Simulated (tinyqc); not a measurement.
All approximations against the coupling: Froehlich polaron in a polar crystal. Computed by tinyqc, a small Python program. Command: `OMP_NUM_THREADS=1 python tinyqc.py 3029956 3029957 out.jsonl frohlich walk`. One thread of a shared host (Intel(R) Xeon(R) Processor @ 2.30GHz), about 0.07 s of CPU time with the checks.

One electron in a parabolic band of mass m*, coupled to dispersionless LO phonons in the continuum model. Energies are in units of hbar omega unless marked, wave numbers in k_0 = sqrt(2 m* omega/hbar).

Inputs (values chosen for the exercise, for a model crystal):
```
quantity                           value  unit
band mass m*                      0.0766   m_0
LO phonon energy hbar omega          113   meV
eps_inf                             9.58     -
static dielectric constant eps_s    75.2     -
electron wave number k/k_0          0.25     -
```

Constants: hbar^2/(2 m_0) = 3.80998212 eV angstrom^2; e^2/(4 pi eps_0) = 14.39964548 eV angstrom.

Method:
- 1/eps* = 1/eps_inf - 1/eps_s; k_0 = sqrt(2 m* omega/hbar) = sqrt(m* hbar omega / (hbar^2/(2 m_0))) with m* in m_0; alpha = (e^2/(4 pi eps_0)) k_0/(2 eps* hbar omega); polaron length 1/k_0.
- Feynman's bound: E(v, w) = 3 (v - w)^2/(4 v) - (alpha v/sqrt(pi)) int_0^infinity e^-u D(u)^(-1/2) du, D = w^2 u + ((v^2 - w^2)/v)(1 - e^(-v u)); integrals by 80 Gauss-Legendre points in s from 0 to 1 with u = 40 s^2.
- Minimise over v > w > 0 (simplex search); mass m_p/m* = 1 + (alpha v^3/(3 sqrt(pi))) int u^2 e^-u D^(-3/2) du.
- Other columns: second order -alpha; Landau-Pekar Gaussian -alpha^2/(3 pi); Lee-Low-Pines mass 1 + alpha/6. The polaron energy in meV uses the given hbar omega.

coupling constant alpha = 0.276623

Energies (hbar omega) and masses (m*):
```
alpha  second order     Gaussian    Feynman  Feynman (meV)  mass, LLP  mass, Feynman     v     w
0.069        -0.069  -5.0516e-04  -0.069059        -7.8037     1.0115          1.012  3.01  2.99
0.14          -0.14   -0.0020796   -0.14024        -15.848     1.0233          1.024  3.01  2.98
0.28          -0.28   -0.0083185   -0.28098        -31.751     1.0467          1.049  3.03  2.97
0.44          -0.44    -0.020542   -0.44245        -49.996     1.0733          1.078  3.05  2.94
3.2            -3.2      -1.0865    -3.3540        -379.00     1.5333          1.999  3.46  2.52
6.2            -6.2      -4.0786    -6.9790        -788.63     2.0333          7.836  4.85  1.82
9.2            -9.2      -8.9806    -11.870        -1341.3     2.5333             71  10.3  1.26
12              -12      -15.279    -18.143        -2050.2          3          281.6  18.6  1.13
```

What follows from these numbers?

All three energies are upper bounds (-alpha through the Lee-Low-Pines state), and the Feynman value is the lowest in every row. It lies within 5 % of -alpha up to alpha = 3.2; at alpha = 12 it is 1.19 times the Gaussian value, whose alpha^2 law it approaches with a constant shift of about -3 ln 2 - 3/4 = -2.83 (here -2.86). The mass stays within 10 % of 1 + alpha/6 up to alpha = 0.44 and reaches 282 m* in the last row; w falls from 2.99 towards 1 while v grows to 18.6.

Extremes, crossings and ranges named in words are read from the listed rows.
